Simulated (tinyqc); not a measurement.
Self-heating of a transistor with one or more fingers, with temperature-dependent conductivity. Changing the width of the heat source w. Computed by tinyqc, a small Python program. Command: `OMP_NUM_THREADS=1 python tinyqc.py 3001219 3001220 out.jsonl selfheat sweep`. One thread of a shared host (Intel(R) Xeon(R) Processor @ 2.30GHz), about 0.07 s of CPU time with the checks.

N long parallel fingers lie on the top face of a slab whose bottom is held at T_0; the top is otherwise insulated, and heat flows in two dimensions. P in W/mm is 1000 P in W/m.

Inputs (values chosen for the exercise, modelled on sapphire):
```
quantity                                      value        unit
conductivity at the base temperature kappa_0   32.5     W/(m K)
power per gate width P                          0.5        W/mm
fingers N                                         5           -
finger pitch s                                   10  micrometre
substrate thickness t                           260  micrometre
phonon free path Lambda                          20          nm
```

Power: fixed power.

Method:
- A line source of power P on the top face raises the top at distance x by (P/(pi kappa_0)) g(x), g(x) = -ln tanh(pi x/(4 t)) (the image sum for the slab). On a strip of width w the centre sees the mean of g over the strip, g_0 = 1 + ln(8 t/(pi w)) for w much below t.
- theta_i = (P/(pi kappa_0)) [g_0 + sum over j != i of g(|i - j| s)], with equal powers and constant conductivity; thermal resistance = largest theta/P.
- Near a source smaller than the free path, Fourier's law overstates the flow. Rough estimate: a strip that emits phonons into a half space adds a resistance times area of 4 Lambda/(3 kappa_0), from the ballistic flux C v Delta T/4 with kappa_0 = C v Lambda/3, so Delta T_b = 4 Lambda P/(3 kappa_0 w); Knudsen number Lambda/w.

One run for each value; columns: (1) width of the heat source w (micrometre); (2) thermal resistance (K mm/W); (3) ballistic rise Delta T_b (K); (4) Delta T_b / largest theta; (5) Knudsen number:
```
(1)      (2)     (3)      (4)      (5)
0.03  231.31  13.675  0.11824  0.66667
0.06  224.52   6.838  0.06091  0.33333
0.12  217.73   3.419  0.03140  0.16667
0.24  210.95   1.709  0.01621  0.08333
0.49  203.95   0.837  0.00821  0.04082
0.99  197.07   0.414  0.00421  0.02020
2.00  190.18   0.205  0.00216  0.01000
4.00  183.39   0.103  0.00112  0.00500
```

Describe and explain the trends.

Over the rows, thermal resistance (K mm/W) falls from 231 to 183 (exponent d ln y / d ln x -0.043 between the first rows and -0.052 between the last); ballistic rise Delta T_b (K) falls from 13.7 to 0.103 (exponent d ln y / d ln x about -1.0 throughout); Delta T_b / largest theta falls from 0.118 to 0.00112 (exponent d ln y / d ln x about -0.95 throughout). The exponent of ballistic rise Delta T_b stays at -1: the ballistic term goes as the flux P/w. The Fourier resistance grows only as ln(1/w), the ballistic term as 1/w, so the latter gains weight for narrow sources; it passes a tenth of the Fourier rise between w = 0.030 and 0.060 micrometre.

Caution (rows 0.0300): the source is narrower than two phonon free paths, so the Fourier result understates the rise at the source.

Extremes, crossings and ranges named in words are read from the listed rows.
